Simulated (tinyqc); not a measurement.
FCI on RHF in the sto-3g basis, for H3+, spin multiplicity 1, step by step. One step of it, computed by the program tinyqc.

Problem. FCI: determinants and Hamiltonian. Slater-Condon rules over spin orbitals, with the nuclear repulsion added and E(HF) subtracted on the diagonal.

one-electron integrals over orbitals h = C^T H C (hartree), lower triangle:
```
           1          2          3
1  -1.965014
2   0.000039  -1.065043
3   0.000000   0.000000  -1.064761
```

Two-electron integrals over orbitals (pq|rs), unique and non-zero (hartree):
```
(11|11) 0.642156    (21|11) -0.000039   (21|21) 0.144315    (22|11) 0.622135
(22|21) 0.084223    (22|22) 0.694693    (31|31) 0.144314    (32|31) -0.084214
(32|32) 0.067786    (33|11) 0.622176    (33|21) -0.084250   (33|22) 0.559065
(33|33) 0.694718
```

nuclear repulsion = 2.09945297 hartree

Hartree-Fock energy = -1.18841874 hartree

Give: determinants; H - E(HF) between determinants.

Solution.

Occupation strings over the orbitals (2 doubly, a alpha, b beta, 0 empty; spin orbitals ordered 1a 1b 2a 2b ...): 200 ab0 a0b ba0 b0a 020 0ab 0ba 002

H - E(HF) between determinants (hartree), lower triangle:
```
       200     ab0     a0b     ba0     b0a    020     0ab    0ba
200  0.000
ab0  0.000   0.880
a0b  0.000   0.000   0.880
ba0  0.000  -0.144   0.000   0.880
b0a  0.000   0.000  -0.144   0.000   0.880
020  0.144   0.084   0.000  -0.084   0.000  1.852
0ab  0.000   0.000  -0.084   0.000   0.084  0.000   1.717
0ba  0.000   0.000   0.084   0.000  -0.084  0.000  -0.068  1.717
002  0.144  -0.084   0.000   0.084   0.000  0.068   0.000  0.000

       002
002  1.853
```
